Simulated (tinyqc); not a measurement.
Inside a calculation. Model: ion implantation: universal nuclear stopping, Lindhard-Scharff electronic stopping and a Gaussian range profile. Computed by tinyqc, a small Python program that keeps every step. Command: `OMP_NUM_THREADS=1 python tinyqc.py 3023319 3023320 out.jsonl implant walk`. One thread of a shared host (Intel(R) Xeon(R) Processor @ 2.30GHz), about 0.09 s of CPU time with the checks. Intermediate numbers are printed to about 5 digits and carried at full precision; extremes and crossings named in words are read from the listed rows.

An ion slows by elastic collisions with screened nuclei and by friction with electrons; channelling is ignored and the target is uniform.

Inputs (values chosen for the exercise, modelled on nitrogen ions in aluminium):
```
quantity                                 value     unit
ion atomic number Z1                         7        -
ion mass M1                                 14        u
target atomic number Z2                     13        -
target mass M2                           26.98        u
target density N                          60.2   1/nm^3
ion energy E                                77      keV
scale factor of electronic stopping k      1.4        -
dose Q                                 1.1e+12   1/cm^2
background C_B                         1.4e+16   1/cm^3
displacement energy E_d                     25       eV
tilt angle                                  60  degrees
screen thickness d                          11       nm
```

Follow-up: tilt and screen oxide.

## Stopping at the entry energy

Reduced energy eps = 32.53 M2 E/(Z1 Z2 (M1 + M2)(Z1^0.23 + Z2^0.23)), E in keV; s_n = ln(1 + 1.1383 eps)/(2 (eps + 0.01321 eps^0.21226 + 0.19593 eps^0.5)) for eps up to 30 and ln(eps)/(2 eps) above; S_n = 8.462 Z1 Z2 M1 s_n/((M1 + M2)(Z1^0.23 + Z2^0.23)) in 1e-15 eV cm^2. S_e = k 3.83 Z1^(7/6) Z2/(Z1^(2/3) + Z2^(2/3))^(3/2) sqrt(E/M1) in 1e-15 eV cm^2, E in keV. dE/dx = N (S_n + S_e); 1e-15 eV cm^2 = 0.1 eV nm^2.

reduced energy eps = 5.3800

s_n = 0.16772

S_n = 13.099 x 1e-15 eV cm^2

S_e = 56.828 x 1e-15 eV cm^2

energy loss dE/dx = 420.96 eV/nm

Electronic stopping carries 81 % of the loss at entry.

## Range and straggle

Path length R = int_0^E dE'/(N (S_n + S_e)); energy lost to nuclei nu = int_0^E S_n/(S_n + S_e) dE' (both with E' = E y^3 and 64 Gauss-Legendre points in y). Estimates of Lindhard type: R_p = R/(1 + M2/(3 M1)), straggle dR_p = (2/3) R_p sqrt(M1 M2)/(M1 + M2).

path length R = 235.14 nm

projected range R_p = 143.17 nm

straggle dR_p = 45.266 nm

energy lost to nuclei nu = 27.645 keV

36 % of the energy goes to nuclei over the whole path. Caution: the estimates of R_p and dR_p assume mainly nuclear stopping and an ion not much lighter than the target; here they are rough, and for light ions in heavy targets the straggle can be low by a factor of two or more.

## Gaussian profile

C(x) = C_p exp(-(x - R_p)^2/(2 dR_p^2)) with C_p = Q/(sqrt(2 pi) dR_p), 1 nm = 1e-7 cm; the profile falls to the background at x_j = R_p + dR_p sqrt(2 ln(C_p/C_B)); the peak atomic fraction is C_p/N.

peak concentration C_p = 9.6947e+16 1/cm^3

Depth x_j where C falls to C_B = 232.22 nm

peak atomic fraction = 1.6104e-06

## Damage

Kinchin-Pease count with efficiency 0.8: N_d = 0.8 nu/(2 E_d), taking all of nu as damage energy (an upper estimate, as recoils also lose energy to electrons). Spread over a depth R_p + dR_p, displacements per atom = Q N_d/(N (R_p + dR_p)).

displacements per ion N_d = 442.32

displacements per atom = 4.2891e-04

One displacement per atom would need a dose of 2.6e15 per cm^2 if no defects annealed.

## Tilt and screen

Depths scale with cos(tilt): R_p cos and dR_p cos (lateral straggle ignored); the screen stops like the target. Fraction in the substrate = (1/2) erfc((d - R_p cos)/(sqrt2 dR_p cos)); peak depth below the screen = R_p cos - d.

fraction in the substrate = 0.99628

peak depth below the screen = 60.584 nm

0.37 % of the dose does not reach the substrate.

## Nuclear against electronic stopping over energy

The formulas are those given above.

Stopping (1e-15 eV cm^2) and range:
```
E (keV)         eps     S_n     S_e  R (nm)     nu/E
1        6.9870e-02  23.136    6.48    9.19  0.81227
2        1.3974e-01  26.003    9.16   14.28  0.78579
5        3.4935e-01  27.483   14.48   27.04  0.73080
10       6.9870e-01  26.125   20.48   45.70  0.66777
20       1.3974e+00  22.622   28.96   79.43  0.58115
50       3.4935e+00  16.164   45.79  167.11  0.43385
100      6.9870e+00  11.375   64.76  287.46  0.31488
200      1.3974e+01   7.497   91.59  477.16  0.21002
500      3.4935e+01   3.972  144.81  879.47  0.11041
```

Nuclear stopping peaks near 5 keV among these rows (eps = 0.35; the universal curve peaks near 0.3). Electronic stopping overtakes it between 10 and 20 keV. The path length grows as E^0.64 at the low end and E^0.67 at the high end; constant stopping would give E^1, and stopping that rises with E, be it nuclear (below its peak) or electronic, gives a lower exponent.

Checks made by the program: range against adaptive quadrature (relative difference 1e-06).
